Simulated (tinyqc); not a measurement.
Worked calculation: exchange-split free-electron bands and tunnelling magnetoresistance. Values are carried at full precision from step to step, so a last printed digit may differ when a step is redone from the rounded ones.

Majority and minority bands E = c k^2/m -/+ Dx/2, c = hbar^2/2m0, so k_up = sqrt(m (EF + Dx/2)/c), k_dn = sqrt(m (EF - Dx/2)/c); n_s = k_s^3/(6 pi^2), D_s = m k_s/(4 pi^2 c).

Constants: hbar^2/2m0 = 3.80998211 eV angstrom^2.

Parameters, chosen for this exercise: EF = 3.32 eV (Fermi energy above the mean band bottom); Dx = 5.53 eV (exchange splitting); m = 1.36 m0 (mass in the electrodes); mb = 0.58 m0 (mass in the barrier); phi = 2.3 eV (barrier height above EF); d = 13.4 angstrom (barrier thickness).

## The two Fermi spheres

Give k_s, n_s, D_s, the moment per electron (n_up - n_dn)/n and three polarisations: of D, of D v and of D v^2 (v proportional to k).

k_up, k_dn (1/angstrom): 1.4738  0.4451

n_up, n_dn (1/angstrom^3): 0.05406  0.00149

D_up, D_dn (1/(eV angstrom^3)): 0.01333  0.00402

moment per electron = 0.9464 muB

polarisations: D 0.5361, D v 0.8328, D v^2 0.9464

The three numbers differ although they describe one band structure: each probe (density of states, ballistic current, diffusive current) weights the velocity differently.

## Transmissions

Barrier: kappa = sqrt(mb phi/c), c = hbar^2/2m0. With a = k1/m, b = k2/m, w = kappa/mb, the transmission at normal incidence is T(k1, k2) = 4 a b w^2/[w^2 (a + b)^2 + (w^2 + a^2)(w^2 + b^2) sinh^2(kappa d)]. Parallel: G_P = T(up, up) + T(dn, dn); antiparallel: G_AP = 2 T(up, dn); TMR = (G_P - G_AP)/G_AP. Julliere: TMR = 2 P^2/(1 - P^2). Slonczewski factor: P_eff = P_k (w^2 - a_up a_dn)/(w^2 + a_up a_dn), P_k = (k_up - k_dn)/(k_up + k_dn).

Evaluate kappa and the three T.

kappa = 0.5917 1/angstrom
kappa d = 7.929

T: up-up 5.169e-07, dn-dn 1.756e-07, up-dn 3.012e-07

The majority channel transmits more, by a factor 2.94; the common factor exp(-2 kappa d) is 1.3e-07.

## Magnetoresistance

From the T, and from the Julliere formula with P_k and with P_eff.

TMR from T = 14.93 %
P_k = 0.5361
P_eff = 0.2636
Julliere with P_k = 80.66 %
Julliere with P_eff = 14.93 %

The interface factor is +0.492. The plain Julliere value lies 65.7 points above the result and the one with P_eff 0.00 points from it. Symmetry filtering in crystalline barriers, which gives far larger values, is outside this model.

## Checks

- TMR of a thick barrier against the Julliere formula with P_eff: both 0.1493.

Computed by tinyqc, a small Python program: `OMP_NUM_THREADS=1 python tinyqc.py 1682030 1682031 out.jsonl` (the numbers bound the seed that draws the inputs); one thread of a shared host (Intel(R) Xeon(R) Processor @ 2.30GHz), about 0.01 s for the whole set of steps.
